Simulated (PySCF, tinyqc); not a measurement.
Worked calculation: coupled-perturbed Hartree-Fock on RHF in the sto-3g basis, for H4, spin multiplicity 1. The lowest restricted solution is unstable here: a spin-polarised one lies 0.0020 hartree lower (PySCF). One step of it, computed by the program tinyqc.

Problem. Coupled step 2. U_ai = -(mu_ai + sum_bj [4 (ai|bj) - (ab|ij) - (aj|bi)] U_bj) / (e_a - e_i); alpha = -4 sum U_ai mu_ai.

U after step 1:
```
           i1        i2
a3   0.000000  2.814387
a4  -0.657471  0.000000
```

dipole integrals <a|z|i> (bohr):
```
          i1         i2
a3  0.000000  -1.720837
a4  0.659691   0.000000
```

orbital energies (hartree): MO1 -0.484800, MO2 -0.394067, MO3 0.270021, MO4 0.480985

Two-electron integrals over orbitals (pq|rs), unique and non-zero (hartree):
```
(11|11) 0.407461    (21|21) 0.192215    (22|11) 0.395533    (22|22) 0.402197
(31|11) -0.043166   (31|22) 0.000583    (31|31) 0.111130    (32|21) 0.061812
(32|32) 0.109396    (33|11) 0.395327    (33|22) 0.397089    (33|31) -0.004370
(33|33) 0.411038    (41|21) 0.018511    (41|32) -0.086108   (41|41) 0.096710
(42|11) 0.049715    (42|22) 0.008735    (42|31) -0.110328   (42|33) 0.006013
(42|42) 0.114379    (43|21) -0.189630   (43|32) -0.064282   (43|41) -0.016736
(43|43) 0.201404    (44|11) 0.422658    (44|22) 0.410977    (44|31) -0.046673
(44|33) 0.421227    (44|42) 0.053540    (44|44) 0.455285
```

Give: U after step 2; polarisability.

Solution.

U after step 2:
```
         i1      i2
a3   0.0000  2.8392
a4  -0.6437  0.0000
```

polarisability = 21.2421 bohr^3
